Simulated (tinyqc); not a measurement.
Sweep of a uniaxial [110] strain: strain-driven crossing of the Gamma and L valleys in a germanium-like crystal.

Biaxial loads: e0 is the in-plane strain e_par and the normal is free. (001): e_perp = -2 (C12/C11) e_par; exx = eyy = e_par, ezz = e_perp, no shear. (111): e_perp = -(2 C11 + 4 C12 - 4 C44)/(C11 + 2 C12 + 4 C44) e_par; exx = eyy = ezz = (2 e_par + e_perp)/3 and exy = eyz = ezx = (e_perp - e_par)/3. (110): e_perp = -(C11 + 3 C12 - 2 C44)/(C11 + C12 + 2 C44) e_par; exx = eyy = (e_par + e_perp)/2, ezz = e_par, exy = (e_perp - e_par)/2, eyz = ezx = 0. Uniaxial loads: a stress along n, scaled so that n.e.n = e0, with exx = s11 sxx + s12 (syy + szz), exy = s44 sxy/2, s11 = (C11 + C12)/((C11 - C12)(C11 + 2 C12)), s12 = -C12/((C11 - C12)(C11 + 2 C12)), s44 = 1/C44.

Edges from the unstrained valence top: Gamma at Eg + ac tr(e); an L valley with unit axis u at EgL + aL tr(e) + XuL (u.e.u - tr(e)/3), u along [111], [1-1-1], [-11-1], [-1-11]; valence edges are the levels of the 6 x 6 matrix of X, Y, Z times spin with -Dso/3 + l exx + m (eyy + ezz) on the diagonal (cyclic), n exy off it, l = av + 2 b, m = av - b, n = sqrt(3) d. Spin-orbit term (Dso/3) L.sigma on X, Y, Z with (L_k)_ij = -i epsilon_kij: <X+|H|Y+> = -i Dso/3, <X+|H|Z-> = Dso/3, <Y+|H|Z-> = -i Dso/3, <Z+|H|X-> = -Dso/3, <Z+|H|Y-> = i Dso/3, <X-|H|Y-> = i Dso/3, and their conjugates; + and - are the spin along z.

Constants: kB = 8.617333262e-05 eV/K.

Inputs chosen for the exercise (near those of Ge, gaps at low temperature; the results hold for these values, not for the real material):

| symbol | value | unit | meaning |
|---|---|---|---|
| Eg | 0.898 | eV | gap at Gamma to the s-like level |
| EgL | 0.753 | eV | gap to L |
| Dso | 0.285 | eV | spin-orbit splitting |
| ac | -8.32 | eV | conduction deformation potential |
| av | 1.26 | eV | valence hydrostatic potential |
| b | -2.6 | eV | tetragonal shear potential |
| d | -5.39 | eV | trigonal shear potential |
| aL | -1.38 | eV | hydrostatic potential of the L edge, Xd + Xu/3 |
| XuL | 15.52 | eV | uniaxial potential, L |
| C11 | 130.2 | GPa |  |
| C12 | 49.1 | GPa |  |
| C44 | 67.8 | GPa |  |
| load | uniaxial [110] |  | kind of strain |
| mG | 0.0408 | m0 | mass at Gamma |
| mL | 0.551 | m0 | density-of-states mass of the four L valleys together |
| T | 200 | K | temperature |

The valence splitting is the distance of the top two edges. Share in Gamma = mG^(3/2)/(mG^(3/2) + (mL^(3/2)/4) sum_i exp(-(E_Li - E_Gamma)/kT)).

Results:

| e0 (%) | direct gap (eV) | indirect gap (eV) | Gamma - L (meV) | valence splitting (meV) | share in Gamma (%) |
|---|---|---|---|---|---|
| 0.00 | 0.898 | 0.753 | 145 | 0 | 0.000447 |
| 0.80 | 0.823 | 0.669 | 154 | 51 | 0.000538 |
| 1.60 | 0.747 | 0.585 | 162 | 91 | 0.000329 |
| 2.40 | 0.671 | 0.500 | 171 | 120 | 0.000199 |
| 3.20 | 0.594 | 0.414 | 180 | 142 | 0.000121 |
| 4.00 | 0.516 | 0.328 | 188 | 159 | 7.32e-05 |
| 4.80 | 0.438 | 0.242 | 197 | 174 | 4.44e-05 |
| 5.60 | 0.360 | 0.155 | 205 | 187 | 2.69e-05 |

What does the comparison show?

The gap stays indirect over the sweep. The direct gap goes from 0.898 to 0.360 eV; of that change -0.212 eV comes from the rise of the valence top through the shear terms and the rest from the volume. The share in Gamma goes from 0.000447 to 2.69e-05 %, with a peak of 0.000538 % at e0 = 0.80 % among these rows. Beyond about 3 % terms of second order in the strain, left out here, matter.

(tinyqc, `OMP_NUM_THREADS=1 python tinyqc.py 1080078 1080079 out.jsonl`, Intel(R) Xeon(R) Processor @ 2.30GHz, 1 thread, shared host, about 0.01 s.)
